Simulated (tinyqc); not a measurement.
Lorentz oscillators and the Kramers-Kronig relations, step by step. Values are carried at full precision from step to step, so a last printed digit may differ when a step is redone from the rounded ones.

eps(E) = 1 + sum_j S_j/(E0_j^2 - E^2 - i G_j E).

Constants: hbar c = 1973.269805 eV angstrom; hbar^2/2m0 = 3.80998211 eV angstrom^2; e^2/(4 pi eps0) = 14.39964547 eV angstrom.

Inputs chosen for the exercise: E0 = (6.97, 9.24) eV (resonances); G = (0.97, 1.51) eV (widths); S = (79.1, 76.4) eV^2 (strengths); E = 9.36 eV (photon energy); h = 0.5 eV (grid step); M = 40 (grid points E_j = j h); i = 7 (grid index at which eps1 is wanted).

## Dielectric function at one energy

Evaluate each oscillator and the sum.

terms: -1.9227+0.4473i  -0.8329+5.2740i

eps(E) = -1.7555+5.7213i
eps(0) = 3.5231

## Optical constants

n + i k = sqrt(eps1 + i eps2) with k >= 0; R = ((n - 1)^2 + k^2)/((n + 1)^2 + k^2) at normal incidence from vacuum; alpha = 2 E k/(hbar c), times 1e8 for 1/cm; loss function Im(-1/eps) = eps2/(eps1^2 + eps2^2).

Convert eps at the photon energy E into the optical constants.

n = 1.4541
k = 1.9672
R = 0.4120
alpha = 1.87e+06 1/cm
loss function = 0.1597
vacuum wavelength hc/E (hc = 1239.841984 eV nm) = 132.5 nm

The intensity falls to 1/e within 5.36 nm. eps1 is negative, so k exceeds n, as in a metal below its plasma energy; R is 0.41.

## Absorptive part on the grid

Tabulate eps2 at E_j = j h.

eps2(E_j), j = 1 .. M: 0.0244  0.0501  0.0786  0.1119  0.1527  0.2053  0.2768  0.3802  0.5413  0.8177  1.3619  2.6705  6.6304  12.1680  6.0358  3.5907  3.9473  5.7059  5.1752  2.8913  1.5985  0.9790  0.6548  0.4673  0.3498  0.2713  0.2163  0.1763  0.1463  0.1232  0.1051  0.0905  0.0787  0.0690  0.0609  0.0541  0.0484  0.0434  0.0392  0.0355

## eps1 at one grid point

Kramers-Kronig: eps1(E) = 1 + (2/pi) P integral_0^infinity E1 eps2(E1)/(E1^2 - E^2) dE1. Maclaurin rule on the grid E_j = j h, j = 1 .. M: eps1(E_i) = 1 + (4 h/pi) sum over j with j - i odd of E_j eps2(E_j)/(E_j^2 - E_i^2); nothing is added above E_M.

List the terms E_j eps2_j/(E_j^2 - E_i^2) for j - i odd, add them and form eps1.

terms in order of j (1/eV): -0.0045  -0.0271  -0.1895  0.4056  0.3207  0.6746  2.3177  0.5551  0.7470  0.3295  0.0990  0.0426  0.0225  0.0134  0.0087  0.0059  0.0042  0.0031  0.0024  0.0018

sum = 5.333 1/eV
eps1(E_i) = 4.395

The oscillator formula gives 4.198 at E_i = 3.5 eV. The rule samples every 2h = 1 eV against a narrowest width of 0.97 eV and stops at 20 eV; coarse sampling and the missing tail make the difference.

## The f-sum on the grid

W(E_M) = (2/pi) h sum_j E_j eps2_j, with half weight on the last point; the full integral equals sum S_j = (hbar omega_p)^2, and the electron density follows from (hbar omega_p)^2 = 8 pi c (e^2/(4 pi eps0)) N with c = hbar^2/2m0.

W(E_M) = 148.83 eV^2
sum S = 155.50 eV^2
share reached on this grid (a step near the line widths can inflate it) = 0.957
hbar omega_p = 12.470 eV
N = 1.13e+23 1/cm^3

## Checks

- The value of eps1 at 9.377 eV from a fine, long grid (with the tail of eps2 ~ 1/E^3 added) against the oscillator formula: both -1.85.

(tinyqc, `OMP_NUM_THREADS=1 python tinyqc.py 1681331 1681332 out.jsonl`, Intel(R) Xeon(R) Processor @ 2.30GHz, 1 thread, shared host, about 0.1 s.)
